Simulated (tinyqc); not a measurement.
Phase space against the mass ratio: three-phonon processes in a diatomic chain: dispersion, energy and momentum conservation, and decay channels of optical phonons. Computed by tinyqc, a small Python program. Command: `OMP_NUM_THREADS=1 python tinyqc.py 3120527 3120528 out.jsonl threeph walk`. One thread of a shared host (Intel(R) Xeon(R) Processor @ 2.30GHz), about 0.05 s of CPU time with the checks.

Cell length a, two atoms, one spring constant. x = q a/pi runs from -1 to 1; A and O are the acoustic and optical branches. Matrix elements are not computed: only conservation laws and occupation factors are followed.

Inputs (values chosen for the exercise, for a model chain): light mass m = 27 u; spring constant k = 6.5 eV/angstrom^2; temperature T = 300 K.

Constants: nu for 1 eV/(angstrom^2 u) = 15.6333042 THz; h x 1 THz = 4.135667696 meV; k_B = 8.617333262e-05 eV/K.

Method:
- omega^2 = k (1/m + 1/M) -/+ k sqrt((1/m + 1/M)^2 - 4 sin^2(pi x/2)/(m M)); nu = 15.6333042 THz x sqrt(omega^2) for eV/(angstrom^2 u).
- Processes for O(x): decay O -> A + A and O -> O + A with x = x' + x'' (mod 2), and absorption O + A -> O with x + x' = x'' (mod 2). Roots of the energy mismatch in x' are bracketed on 4001 points from -1 to 1 and refined. A process is umklapp (U) if the sum of wave numbers leaves (-1, 1]. Weight = occupation factor/|d mismatch/dx'|, the factor being 1 + n' + n'' for decay and n' - n'' for absorption. Pairs that differ only by exchanging two acoustic products count once, and the trivial root x' = 0 is left out.
- Total weight summed over channels and averaged over x = 0.05, 0.15, ..., 0.95, with m and k fixed; share of those x with an open channel.

Optical phonons:
```
M/m  weight, A + A (1/THz)  weight, with O (1/THz)  share open
1.1                0.23411                       0         1.0
1.5                0.51520                       0         1.0
2.0                0.30096                       0         0.8
2.5                0.17174                       0         0.5
2.9                0.13275                       0         0.2
3.3                0.00000                       0         0.0
3.7                0.00000                       0         0.0
4.2                0.00000                       0         0.0
6.0                0.00000                       0         0.0
```

What does the comparison show, and why?

The A + A channel closes between M/m = 2.9 and 3.3 on this grid: energy conservation alone would allow it up to M/m = 4, where the optical bottom passes twice the acoustic top, but momentum must be conserved too. No channel with a second optical phonon opens at any ratio. A large gap that shuts such channels is one reason why crystals with very unequal masses can conduct heat well.
